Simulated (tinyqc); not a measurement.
Resistance of a source-drain extension with a graded tip: one step of the calculation.

y runs along the channel, the gate covers y > 0. The doping is N0 for y < y0 and N0 10^(-(y - y0)/la) beyond, uniform over the depth xj. Sheet conductance s(y) = q mu(N) max(N - Nch, 0) xj + (for y > 0) ma Cox Vo, with mu(N) = u0 + (u1 - u0)/(1 + (N/Nr)^au) and Cox = eps0 eox/tox. Current is taken as one-dimensional; depletion of the tip, spreading and the contact are left out. The metallurgical junction lies at yj, where N = Nch.

Task. Resistance of the overlapped part. Midpoint rule on 11 equal steps from 0 to yj: R_ov = sum h/s(y), per width.

Inputs (values chosen for the exercise); mobility law close to that of holes in silicon:

| symbol | value | unit | meaning |
|---|---|---|---|
| eox | 24.7 |  | relative permittivity of the gate insulator (close to zirconium oxide) |
| tox | 11 | nm | insulator thickness |
| N0 | 2.6e20 | cm^-3 | active doping of the extension far from the gate |
| la | 4.2 | nm/decade | lateral abruptness |
| y0 | 4.5 | nm | position under the gate where the fall begins (gate edge at 0) |
| xj | 11 | nm | depth of the extension |
| Nch | 3.5e18 | cm^-3 | channel doping |
| Vo | 0.46 | V | gate overdrive |
| ma | 100 | cm^2/(V s) | mobility of the gate-induced layer |
| u1 | 470.5 | cm^2/(V s) | mobility at low doping |
| u0 | 44.9 | cm^2/(V s) | mobility at high doping |
| Nr | 2.23e17 | cm^-3 | reference doping |
| au | 0.719 |  | exponent |

Constants: q = 1.602176634e-19 C, eps0 = 8.8541878128e-14 F/cm where lengths are in cm. Results are converted to the units shown.

Wanted: y; N; doped conductance; sheet resistance; R_ov.

Result.

| point | y (nm) | N (cm^-3) | doped conductance (uS) | sheet resistance (ohm/square) |
|---|---|---|---|---|
| 0 | 0.56172 | 2.6000e20 | 2149.0 | 446.34 |
| 1 | 1.6852 | 2.6000e20 | 2149.0 | 446.34 |
| 2 | 2.8086 | 2.6000e20 | 2149.0 | 446.34 |
| 3 | 3.9320 | 2.6000e20 | 2149.0 | 446.34 |
| 4 | 5.0555 | 1.9174e20 | 1598.4 | 591.77 |
| 5 | 6.1789 | 1.0357e20 | 881.54 | 1027.7 |
| 6 | 7.3023 | 5.5944e19 | 487.69 | 1726.7 |
| 7 | 8.4258 | 3.0218e19 | 268.50 | 2778.1 |
| 8 | 9.5492 | 1.6322e19 | 143.45 | 4257.0 |
| 9 | 10.673 | 8.8165e18 | 68.535 | 6250.4 |
| 10 | 11.796 | 4.7622e18 | 19.423 | 9018.9 |

R_ov = 30.822 ohm um

tinyqc, about 0.03 s, one thread, Intel Xeon 2.30GHz (shared host): `OMP_NUM_THREADS=1 python tinyqc.py 2282254 2282255 out.jsonl`
